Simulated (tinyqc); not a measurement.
## p-type polysilicon, carrier trapping at grain boundaries: effect of the doping

One-dimensional grains of size Lg, uniform ionised doping N, monovalent traps Qt at each boundary at a depth Et below (for electrons) or above (for holes) the band edge there, abrupt depletion of width W on each side of a boundary, Boltzmann statistics. xi is the distance from the band edge at the grain centre to the Fermi level. Trapped charge Qt/(1 + exp((xi + VB - Et)/Vt)) = 2 N W, barrier VB = q N W^2/(2 eps0 eps_r).

If the trap equation with xi = Vt ln(NB/N) has a root W < Lg/2, the grain is partly depleted; otherwise W = Lg/2 and the trap equation gives xi = Et - VB + Vt ln(Qt/(N Lg) - 1). N* = Qt/Lg. n0 = NB exp(-xi/Vt); mean density n0 (1 - 2 W/Lg) by charge balance in a partly depleted grain, and n0 (sqrt(pi)/2) erf(u)/u with u = sqrt(VB/Vt) in a fully depleted one; v = sqrt(kB T/(2 pi ms m0)); barrier resistivity Vt exp(VB/Vt)/(q fe n0 v Lg); grain resistivity (1 - 2 W/Lg)/(q n0 mug); effective mobility 1/(q mean density total resistivity). Rows with xi above 0.45 V, towards mid-gap, are left out, since the other carrier type is ignored.

Inputs (values chosen for the exercise); values of the order met in polycrystalline silicon:
- T = 300 K (temperature)
- eps_r = 11.7 (relative permittivity)
- NB = 2.65e19 cm^-3 (valence-band density of states at T)
- Lg = 17 nm (grain size)
- Qt = 1.2e12 cm^-2 (trap density of a grain boundary)
- Et = 0.37 eV (depth of the trap level from the majority band edge at the boundary)
- ms = 0.48 m0 (mass for thermionic emission)
- fe = 0.12 (correction factor of the emission rate)
- mug = 170 cm^2/(V s) (mobility inside the grains)

Constants: q = 1.602176634e-19 C, kB = 1.380649e-23 J/K, m0 = 9.1093837015e-31 kg, Vt = kB T/q, eps0 = 8.8541878128e-14 F/cm where lengths are in cm. Results are converted to the units shown.

Results:

| N (cm^-3) | N/N* | depleted share 2 W/Lg | VB (V) | xi (V) | mean density (cm^-3) | resistivity (ohm cm) | effective mobility (cm^2/(V s)) |
|---|---|---|---|---|---|---|---|
| 3.5e16 | 0.04958 | 1.000 | 0.001955 | 0.4444 | 8.850e11 | 2.421e5 | 29.13 |
| 6.4e16 | 0.09067 | 1.000 | 0.003576 | 0.4260 | 1.765e12 | 1.267e5 | 27.92 |
| 2.1e17 | 0.2975 | 1.000 | 0.01173 | 0.3805 | 9.324e12 | 2.983e4 | 22.44 |
| 3.9e17 | 0.5525 | 1.000 | 0.02179 | 0.3428 | 3.598e13 | 1.023e4 | 16.96 |
| 7.2e17 | 1.020 | 0.9803 | 0.03866 | 0.09321 | 1.419e16 | 1.263 | 348.3 |
| 1.3e18 | 1.842 | 0.5430 | 0.02141 | 0.07794 | 5.941e17 | 0.3717 | 28.27 |
| 2.4e18 | 3.400 | 0.2941 | 0.01160 | 0.06209 | 1.694e18 | 0.1437 | 25.63 |
| 4.4e18 | 6.233 | 0.1604 | 0.006327 | 0.04642 | 3.694e18 | 0.06614 | 25.55 |
| 8e18 | 11.33 | 0.08824 | 0.003480 | 0.03096 | 7.294e18 | 0.03332 | 25.68 |

Estimate the missing row, N = 1.2e17 cm^-3.

Computed row:

| N (cm^-3) | N/N* | depleted share 2 W/Lg | VB (V) | xi (V) | mean density (cm^-3) | resistivity (ohm cm) | effective mobility (cm^2/(V s)) |
|---|---|---|---|---|---|---|---|
| 1.2e17 | 0.1700 | 1.000 | 0.006704 | 0.4043 | 3.938e12 | 6.168e4 | 25.70 |

With this row back in the table: As N goes from 3.5e16 to 8e18, VB goes from 0.00196 through a maximum of 0.0387 (at N = 7.2e17 among the rows listed) to 0.00348 V, the resistivity falls from 2.42e5 to 0.0333 ohm cm and the effective mobility moves up and down between 17.0 and 348 cm^2/(V s). The steepest fall of the resistivity among the rows, as N^(-14.7), lies between N = 3.9e17 and 7.2e17 cm^-3; N* = 7.06e17 cm^-3. While the grain is fully depleted VB grows as N; once the traps are full it falls as 1/N. For N = 2.4e18, 4.4e18, 8e18 xi is under 2.5 Vt, where Boltzmann statistics begin to fail. For N = 3.5e16, 6.4e16, 1.2e17, 2.1e17, 3.9e17, 1.3e18, 2.4e18, 4.4e18, 8e18 VB is below Vt, where abrupt depletion and thermionic emission are rough. For N = 7.2e17, 1.3e18 the grain is near the changeover between partial and full depletion, within a few Debye lengths, where both limits are rough. For N = 7.2e17 the effective mobility exceeds mug, since drift through the depleted part of the grain is left out.

Computed by the program tinyqc: `OMP_NUM_THREADS=1 python tinyqc.py 2830071 2830072 out.jsonl`, one thread of a shared Intel Xeon 2.30GHz, about 0.01 s for the whole run.
